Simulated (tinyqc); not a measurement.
Gate sweep: ballistic transport through the one-dimensional subbands of a rectangular nanowire or nanosheet channel. Computed by tinyqc, a small Python program. Command: `OMP_NUM_THREADS=1 python tinyqc.py 3018826 3018827 out.jsonl wire walk`. One thread of a shared host (Intel(R) Xeon(R) Processor @ 2.30GHz), about 0.03 s of CPU time with the checks.

Hard walls, parabolic subbands, transport along x. Energies are counted from the bulk conduction band edge at the top of the barrier, which the gate pulls down by U; the source Fermi level lies at the bulk edge when U = 0.

Inputs (values chosen for the exercise, modelled on silicon):
```
quantity                      value  unit
light mass m_t                  0.2   m_0
heavy mass m_l                0.908   m_0
height a                          3    nm
width b                         4.9    nm
equivalent oxide thickness t    1.4    nm
drain voltage V_D              0.76     V
temperature T                   300     K
```

Valleys: silicon [100] wire.

Constants: hbar^2/(2 m_0) = 3.80998212 eV angstrom^2; k_B = 8.617333262e-05 eV/K; m_0 = 9.1093837015e-31 kg; k_B = 1.380649e-23 J/K; hbar = 1.054571817e-34 J s; eps_0 = 8.8541878128e-12 F/m; e = 1.602176634e-19 C; h = 6.62607015e-34 J s.

Method:
- E_pq = (hbar^2 pi^2/2)(p^2/(m_y b^2) + q^2/(m_z a^2)); valley pairs: (m_x, m_y, m_z) = (m_t, m_t, m_l), (m_t, m_l, m_t), (m_l, m_t, m_t), each with degeneracy g = 2; the 10 lowest subbands are kept.
- F_j(eta) = (1/Gamma(j + 1)) int_0^infinity x^j/(1 + exp(x - eta)) dx, F_0 = ln(1 + exp(eta)). Integrals over x = E/(k_B T) use 160 Gauss-Legendre points in u = sqrt(x) from 0 to sqrt(max(eta, 0) + 32).
- With degeneracy g = 2, eta_i = (U - E_i)/(k_B T) and u = e V_D/(k_B T): line density n = sum_i g sqrt(2 m_x k_B T/pi)/(2 hbar) [F_-1/2(eta_i) + F_-1/2(eta_i - u)]; gate: e n = C_ox (V_G - U/e), C_ox = 3.9 eps_0 2 (a + b)/t (flat-plate estimate); I = (2 e k_B T/h) sum_i g [F_0(eta_i) - F_0(eta_i - u)].
- Open modes are sum_i g/(1 + exp(-eta_i)). The last column is e dn/dV_G over C_ox, taken up to the next row.

Subbands:
```
valley axis  p  q  E (meV)  m_x (m_0)
z            1  1  124.321      0.200
y            1  1  226.154      0.200
z            1  2  262.365      0.200
y            2  1  277.899      0.200
x            1  1  287.213      0.908
z            2  1  359.242      0.200
y            3  1  364.140      0.200
y            4  1  484.877      0.200
z            1  3  492.437      0.200
z            2  2  497.286      0.200
```

Against the gate voltage:
```
V_G (V)  U (meV)    n (1/nm)  I (microampere)  open modes    C_g/C_ox
-0.180   -180.00  1.6542e-06       3.1821e-05  1.5887e-05  3.5814e-04
-0.076    -76.04  9.2251e-05       1.7747e-03  8.8582e-04  2.7761e-02
0.044      40.63  8.1952e-03       1.5886e-01  7.7843e-02  3.6531e-01
0.170     120.60  1.2016e-01       2.5987e+00  9.7769e-01  6.1442e-01
0.270     159.16  2.6961e-01       6.7585e+00  1.7988e+00  6.8311e-01
0.400     200.36  4.8561e-01       1.3941e+01  2.7749e+00  7.7136e-01
0.540     232.37  7.4829e-01       2.2325e+01  4.1009e+00  8.3760e-01
0.700     258.35  1.0743e+00       3.2096e+01  5.6698e+00  8.7299e-01
0.870     279.94  1.4352e+00       4.2825e+01  7.1652e+00  8.9065e-01
1.100     305.09  1.9335e+00       5.8431e+01  8.8102e+00           -
```

Between the first two rows the current rises one decade per 60 mV, against the limit ln(10) k_B T/e = 60 mV. Above threshold C_g/C_ox lies between 0.61 and 0.89: the quantum capacitance in series costs a visible part.

Extremes, crossings and ranges named in words are read from the listed rows.
